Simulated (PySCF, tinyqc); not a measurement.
Inside a calculation. Method: CCSD on RHF in the 3-21g basis, for H3+, spin multiplicity 1. The lowest restricted solution is unstable here: a spin-polarised one lies 0.0016 hartree lower (PySCF). One step of it, computed by the program tinyqc.

Task: Integrals over molecular orbitals. (pq|rs) = sum C_ip C_jq C_kr C_ls (ij|kl), one index at a time.

coefficients C:
```
,MO1,MO2,MO3,MO4,MO5,MO6
1H 1s,0.273911,0.000000,0.227024,0.353393,0.000000,-1.294846
1H 2s,0.446099,0.000000,1.469962,-0.035703,0.000000,1.933318
2H 1s,0.186927,0.254187,-0.125996,0.861800,0.919874,0.263254
2H 2s,0.150487,0.567843,-1.033262,-0.745354,-0.895510,-0.834260
3H 1s,0.186927,-0.254187,-0.125996,0.861800,-0.919874,0.263254
3H 2s,0.150487,-0.567843,-1.033262,-0.745354,0.895510,-0.834260
```

core Hamiltonian H = T + V (hartree):
```
,1H 1s,1H 2s,2H 1s,2H 2s,3H 1s,3H 2s
1H 1s,-1.111351,-1.095155,-0.338733,-0.608027,-0.338733,-0.608027
1H 2s,-1.095155,-1.283721,-0.561591,-0.865981,-0.561591,-0.865981
2H 1s,-0.338733,-0.561591,-0.876413,-0.944107,-0.003428,-0.098216
2H 2s,-0.608027,-0.865981,-0.944107,-1.080886,-0.098216,-0.302210
3H 1s,-0.338733,-0.561591,-0.003428,-0.098216,-0.876413,-0.944107
3H 2s,-0.608027,-0.865981,-0.098216,-0.302210,-0.944107,-1.080886
```

Two-electron integrals (ij|kl) in chemists' order, unique and non-zero (hartree):
```
i,j,k,l,(ij|kl)
1,1,1,1,1.140145
2,1,1,1,0.611403
2,1,2,1,0.345152
2,2,1,1,0.626370
2,2,2,1,0.380329
2,2,2,2,0.482957
3,1,1,1,0.106256
3,1,2,1,0.062598
3,1,2,2,0.073658
3,1,3,1,0.018039
3,2,1,1,0.177547
3,2,2,1,0.111011
3,2,2,2,0.149092
3,2,3,1,0.035432
3,2,3,2,0.087175
3,3,1,1,0.467907
3,3,2,1,0.299202
3,3,2,2,0.425216
3,3,3,1,0.106256
3,3,3,2,0.297979
3,3,3,3,1.140145
4,1,1,1,0.297979
4,1,2,1,0.169519
4,1,2,2,0.189236
4,1,3,1,0.035432
4,1,3,2,0.064417
4,1,3,3,0.177547
4,1,4,1,0.087175
4,2,1,1,0.370188
4,2,2,1,0.227580
4,2,2,2,0.298263
4,2,3,1,0.054163
4,2,3,2,0.121169
4,2,3,3,0.370188
4,2,4,1,0.121169
4,2,4,2,0.210713
4,3,1,1,0.299202
4,3,2,1,0.190191
4,3,2,2,0.268128
4,3,3,1,0.062598
4,3,3,2,0.169519
4,3,3,3,0.611403
4,3,4,1,0.111011
4,3,4,2,0.227580
4,3,4,3,0.345152
4,4,1,1,0.425216
4,4,2,1,0.268128
4,4,2,2,0.377024
4,4,3,1,0.073658
4,4,3,2,0.189236
4,4,3,3,0.626370
4,4,4,1,0.149092
4,4,4,2,0.298263
4,4,4,3,0.380329
4,4,4,4,0.482957
5,1,1,1,0.106256
5,1,2,1,0.062598
5,1,2,2,0.073658
5,1,3,1,0.008335
5,1,3,2,0.015371
5,1,3,3,0.041701
5,1,4,1,0.027240
5,1,4,2,0.037180
5,1,4,3,0.026925
5,1,4,4,0.041110
5,1,5,1,0.018039
5,2,1,1,0.177547
5,2,2,1,0.111011
5,2,2,2,0.149092
5,2,3,1,0.015371
5,2,3,2,0.030224
5,2,3,3,0.083897
5,2,4,1,0.048424
5,2,4,2,0.073405
5,2,4,3,0.054185
5,2,4,4,0.083529
5,2,5,1,0.035432
5,2,5,2,0.087175
5,3,1,1,0.000503
5,3,2,1,0.000276
5,3,2,2,0.000289
5,3,3,1,0.000049
5,3,3,2,0.000083
5,3,3,3,0.000219
5,3,4,1,0.000135
5,3,4,2,0.000172
5,3,4,3,0.000140
5,3,4,4,0.000198
5,3,5,1,0.000049
5,3,5,2,0.000083
5,3,5,3,2.25e-07
5,4,1,1,0.027059
5,4,2,1,0.016517
5,4,2,2,0.020961
5,4,3,1,0.002281
5,4,3,2,0.004362
5,4,3,3,0.011980
5,4,4,1,0.007244
5,4,4,2,0.010527
5,4,4,3,0.007735
5,4,4,4,0.011856
5,4,5,1,0.004893
5,4,5,2,0.010870
5,4,5,3,0.000013
5,4,5,4,0.001424
5,5,1,1,0.467907
5,5,2,1,0.299202
5,5,2,2,0.425216
5,5,3,1,0.041701
5,5,3,2,0.083897
5,5,3,3,0.234981
5,5,4,1,0.129858
5,5,4,2,0.204375
5,5,4,3,0.151774
5,5,4,4,0.234775
5,5,5,1,0.106256
5,5,5,2,0.297979
5,5,5,3,0.000219
5,5,5,4,0.034787
5,5,5,5,1.140145
6,1,1,1,0.297979
6,1,2,1,0.169519
6,1,2,2,0.189236
6,1,3,1,0.027240
6,1,3,2,0.048424
6,1,3,3,0.129858
6,1,4,1,0.079770
6,1,4,2,0.106485
6,1,4,3,0.083312
6,1,4,4,0.121847
6,1,5,1,0.035432
6,1,5,2,0.064417
6,1,5,3,0.000135
6,1,5,4,0.009405
6,1,5,5,0.177547
6,1,6,1,0.087175
6,2,1,1,0.370188
6,2,2,1,0.227580
6,2,2,2,0.298263
6,2,3,1,0.037180
6,2,3,2,0.073405
6,2,3,3,0.204375
6,2,4,1,0.106485
6,2,4,2,0.164494
6,2,4,3,0.131165
6,2,4,4,0.195905
6,2,5,1,0.054163
6,2,5,2,0.121169
6,2,5,3,0.000172
6,2,5,4,0.016095
6,2,5,5,0.370188
6,2,6,1,0.121169
6,2,6,2,0.210713
6,3,1,1,0.027059
6,3,2,1,0.016517
6,3,2,2,0.020961
6,3,3,1,0.004893
6,3,3,2,0.010870
6,3,3,3,0.034787
6,3,4,1,0.009405
6,3,4,2,0.016095
6,3,4,3,0.020214
6,3,4,4,0.023408
6,3,5,1,0.002281
6,3,5,2,0.004362
6,3,5,3,0.000013
6,3,5,4,0.000637
6,3,5,5,0.011980
6,3,6,1,0.007244
6,3,6,2,0.010527
6,3,6,3,0.001424
6,4,1,1,0.119233
6,4,2,1,0.072398
6,4,2,2,0.091933
6,4,3,1,0.014021
6,4,3,2,0.028380
6,4,3,3,0.080942
6,4,4,1,0.036022
6,4,4,2,0.056776
6,4,4,3,0.051039
6,4,4,4,0.071768
6,4,5,1,0.014021
6,4,5,2,0.028380
6,4,5,3,0.000055
6,4,5,4,0.003990
6,4,5,5,0.080942
6,4,6,1,0.036022
6,4,6,2,0.056776
6,4,6,3,0.003990
6,4,6,4,0.017500
6,5,1,1,0.299202
6,5,2,1,0.190191
6,5,2,2,0.268128
6,5,3,1,0.026925
6,5,3,2,0.054185
6,5,3,3,0.151774
6,5,4,1,0.083312
6,5,4,2,0.131165
6,5,4,3,0.098029
6,5,4,4,0.151510
6,5,5,1,0.062598
6,5,5,2,0.169519
6,5,5,3,0.000140
6,5,5,4,0.020214
6,5,5,5,0.611403
6,5,6,1,0.111011
6,5,6,2,0.227580
6,5,6,3,0.007735
6,5,6,4,0.051039
6,5,6,5,0.345152
6,6,1,1,0.425216
6,6,2,1,0.268128
6,6,2,2,0.377024
6,6,3,1,0.041110
6,6,3,2,0.083529
6,6,3,3,0.234775
6,6,4,1,0.121847
6,6,4,2,0.195905
6,6,4,3,0.151510
6,6,4,4,0.232632
6,6,5,1,0.073658
6,6,5,2,0.189236
6,6,5,3,0.000198
6,6,5,4,0.023408
6,6,5,5,0.626370
6,6,6,1,0.149092
6,6,6,2,0.298263
6,6,6,3,0.011856
6,6,6,4,0.071768
6,6,6,5,0.380329
6,6,6,6,0.482957
```

Give: one-electron integrals over orbitals h = C^T H C; Two-electron integrals over orbitals.

Result:

one-electron integrals over orbitals h = C^T H C (hartree):
```
,1,2,3,4,5,6
1,-1.4374,0.0000,-0.0821,-0.0624,0.0000,0.0757
2,0.0000,-1.1033,0.0000,0.0000,-0.1149,0.0000
3,-0.0821,0.0000,-0.7995,0.0926,0.0000,0.1791
4,-0.0624,0.0000,0.0926,-0.0734,0.0000,0.0480
5,0.0000,-0.1149,0.0000,0.0000,0.0609,0.0000
6,0.0757,0.0000,0.1791,0.0480,0.0000,-0.0317
```

Two-electron integrals over orbitals (pq|rs), unique and non-zero (hartree):
```
p,q,r,s,(pq|rs)
1,1,1,1,0.5294
2,1,2,1,0.1211
2,2,1,1,0.4208
2,2,2,2,0.4343
3,1,1,1,0.0821
3,1,2,2,-0.0170
3,1,3,1,0.0808
3,2,2,1,-0.0997
3,2,3,2,0.1083
3,3,1,1,0.4166
3,3,2,2,0.3813
3,3,3,1,0.0262
3,3,3,3,0.3776
4,1,1,1,0.0624
4,1,2,2,0.0728
4,1,3,1,-0.0115
4,1,3,3,0.0456
4,1,4,1,0.0491
4,2,2,1,0.0676
4,2,3,2,-0.0508
4,2,4,2,0.0769
4,3,1,1,-0.0521
4,3,2,2,-0.0576
4,3,3,1,0.0067
4,3,3,3,-0.0320
4,3,4,1,-0.0280
4,3,4,3,0.0339
4,4,1,1,0.4225
4,4,2,2,0.4267
4,4,3,1,-0.0095
4,4,3,3,0.3721
4,4,4,1,0.0820
4,4,4,3,-0.0691
4,4,4,4,0.4455
5,1,2,1,0.0500
5,1,3,2,-0.0387
5,1,4,2,0.0568
5,1,5,1,0.0425
5,2,1,1,0.0825
5,2,2,2,0.0975
5,2,3,1,-0.0163
5,2,3,3,0.0560
5,2,4,1,0.0591
5,2,4,3,-0.0470
5,2,4,4,0.1144
5,2,5,2,0.0813
5,3,2,1,-0.0261
5,3,3,2,0.0115
5,3,4,2,-0.0446
5,3,5,1,-0.0315
5,3,5,3,0.0335
5,4,2,1,0.1556
5,4,3,2,-0.1396
5,4,4,2,0.1058
5,4,5,1,0.0796
5,4,5,3,-0.0434
5,4,5,4,0.2332
5,5,1,1,0.4052
5,5,2,2,0.4296
5,5,3,1,-0.0259
5,5,3,3,0.3678
5,5,4,1,0.0868
5,5,4,3,-0.0684
5,5,4,4,0.4476
5,5,5,2,0.1183
5,5,5,5,0.4544
6,1,1,1,-0.0757
6,1,2,2,0.0009
6,1,3,1,-0.0632
6,1,3,3,-0.0452
6,1,4,1,-0.0077
6,1,4,3,-0.0167
6,1,4,4,0.0030
6,1,5,2,0.0095
6,1,5,5,0.0110
6,1,6,1,0.0921
6,2,2,1,0.0315
6,2,3,2,-0.0190
6,2,4,2,0.0297
6,2,5,1,0.0214
6,2,5,3,-0.0196
6,2,5,4,0.0450
6,2,6,2,0.0173
6,3,1,1,-0.1212
6,3,2,2,-0.0501
6,3,3,1,-0.0559
6,3,3,3,-0.0655
6,3,4,1,-0.0313
6,3,4,3,0.0127
6,3,4,4,-0.0574
6,3,5,2,-0.0311
6,3,5,5,-0.0485
6,3,6,1,0.0710
6,3,6,3,0.0818
6,4,1,1,-0.0279
6,4,2,2,0.0285
6,4,3,1,-0.0468
6,4,3,3,-0.0019
6,4,4,1,0.0227
6,4,4,3,-0.0117
6,4,4,4,0.0305
6,4,5,2,0.0285
6,4,5,5,0.0429
6,4,6,1,0.0333
6,4,6,3,0.0236
6,4,6,4,0.0388
6,5,2,1,0.0523
6,5,3,2,-0.0517
6,5,4,2,0.0382
6,5,5,1,0.0296
6,5,5,3,-0.0129
6,5,5,4,0.0814
6,5,6,2,0.0126
6,5,6,5,0.0322
6,6,1,1,0.5461
6,6,2,2,0.3795
6,6,3,1,0.1322
6,6,3,3,0.4241
6,6,4,1,0.0549
6,6,4,3,-0.0281
6,6,4,4,0.3884
6,6,5,2,0.0566
6,6,5,5,0.3626
6,6,6,1,-0.1528
6,6,6,3,-0.1719
6,6,6,4,-0.0663
6,6,6,6,0.6635
```
